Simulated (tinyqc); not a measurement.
## Margin needed against array size

Cells fail independently with probability Q(k) = erfc(k/sqrt(2))/2 when the margin is k standard deviations, and Y = exp(-Nb Q(k)). phi = exp(-k^2/2)/sqrt(2 pi).  k solves Y = exp(-Nb Q(k)); the estimate is sqrt(2 ln(Nb/(-ln Y))).

Parameters, values chosen for the exercise: wanted yield Y = 0.999.

Margin needed against array size:
```
Nb	allowed Q	k	estimate
64	1.5633e-5	4.1640	4.7045
1024	9.7705e-7	4.7581	5.2609
16384	6.1066e-8	5.2903	5.7639
262144	3.8166e-9	5.7764	6.2264
4194304	2.3854e-10	6.2265	6.6568
67108864	1.4909e-11	6.6475	7.0610
1073741824	9.3179e-13	7.0443	7.4433
```

A 1.68e7-fold larger array raises k only from 4.16 to 7.04; the last factor of 16 costs 0.40 standard deviations. The estimate, which drops the factor 1/(k sqrt(2 pi)) of the tail, is 13 % above k in the first row and 5.7 % above it in the last.

Numbers from tinyqc (`OMP_NUM_THREADS=1 python tinyqc.py 2090023 2090024 out.jsonl`; about 0.01 s on one thread of a shared Intel Xeon 2.30GHz).
